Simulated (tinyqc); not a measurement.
Interband optics of a two-band s-p chain from momentum matrix elements, step by step. Values are carried at full precision from step to step, so a last printed digit may differ when a step is redone from the rounded ones.

H(k) = [[Es - 2 ts cos ka, 2i V sin ka], [-2i V sin ka, Ep_ + 2 tp cos ka]] in the basis s, p; the lower band is full, with two electrons a cell. The velocity operator times hbar is W = dH/dk (eV angstrom); intra-atomic dipoles are left out.

Constants: hbar^2/2m0 = 3.80998211 eV angstrom^2; e^2/(4 pi eps0) = 14.39964547 eV angstrom.

Inputs chosen for the exercise:
```
symbol  value  unit        meaning
a       2.7    angstrom    period
Es      1.77   eV          upper orbital (s)
Ep_     -2.45  eV          lower orbital (p)
ts      0.26   eV          s-s hopping
tp      0.52   eV          p-p hopping
V       1.53   eV          s-p hopping
k       0.38   2 pi/a      wave vector
N       8                  k points
Ar      12.3   angstrom^2  cross-section per chain
eta     0.2    eV          Lorentzian half width
E       4.97   eV          photon energy
```

## Hamiltonian and velocity at one k

Form H and W = dH/dk.

H (eV):
```
,s,p
s,2.1491,2.0947i
p,-2.0947i,-3.2081
```

W (eV angstrom):
```
,s,p
s,0.9611,-6.0227i
p,6.0227i,-1.9222
```

## Matrix element between the bands

Diagonalise H, transform W, and form w = |W_cv|^2, the Kane-type energy w/c and the oscillator strength f = w/(c D), c = hbar^2/2m0, D = Ec - Ev.

Ev, Ec (eV): -3.9299  2.8709

weights:
```
,v,c
s,0.1061,0.8939
p,0.8939,0.1061
```

slopes dEv/dk, dEc/dk (eV angstrom): 2.094  -3.055

w = 31.724 eV^2 angstrom^2
w/c = 8.326 eV
f = 1.224

## Transitions on the mesh

At each k_j = (j + 1/2)/N (2 pi/a) up to the zone edge give D = Ec - Ev, w = |<c|W|v>|^2 and f = w/(c D), c = hbar^2/2m0; the other half of the zone repeats the values.

Transitions:
```
k (2 pi/a),D (eV),w (eV^2 angstrom^2),f
0.0625,3.6341,28.272,2.042
0.1875,6.7153,0.005,0.000
0.3125,7.4278,12.471,0.441
0.4375,6.1266,54.191,2.322
```

D runs from 3.634 to 7.428 eV on the mesh; f is largest at k = 0.4375.

## Dielectric function from the table

With w(k) = |<c|W|v>|^2 and D(k) = Ec - Ev, on the mesh k_j = (j + 1/2)/N (2 pi/a): eps(E) = 1 + (8 pi e2/(a Ar)) mean_j (w/D^2) [1/(D - E - i eta) + 1/(D + E + i eta)], e2 = e^2/(4 pi eps0); light polarised along the chains, no local fields.

Take the mean over the rows. Also eps(0) at eta = 0, and the effective electrons per cell n_eff = 2 mean(f).

eps(E) = 1.363+1.208i
eps(0) = 5.660
n_eff = 2.402

On a mesh of 2000 points the values are 1.460+1.936i, 8.797 and 2.782. n_eff need not equal the 2 electrons of the cell: a two-orbital basis with chosen hoppings does not obey the sum rule of free electrons. E lies within, or within 2 eta of, the range of transitions of the band (2.66 to 7.52 eV); their spacing on this mesh (up to 3.08 eV) exceeds eta, so eps(E) depends on where the few mesh points fall.

## Checks

- Curvature of the lower band against <v|d2H/dk2|v> - 2 w/D (eV angstrom^2): both 4.724.
- Zone mean of 2 w/D against the zone mean of <v|d2H/dk2|v>, the f-sum rule of a full band (eV angstrom^2): both 10.599.

Program tinyqc; command `OMP_NUM_THREADS=1 python tinyqc.py 1650642 1650643 out.jsonl`; about 0.01 s on one thread of a shared Intel(R) Xeon(R) Processor @ 2.30GHz.
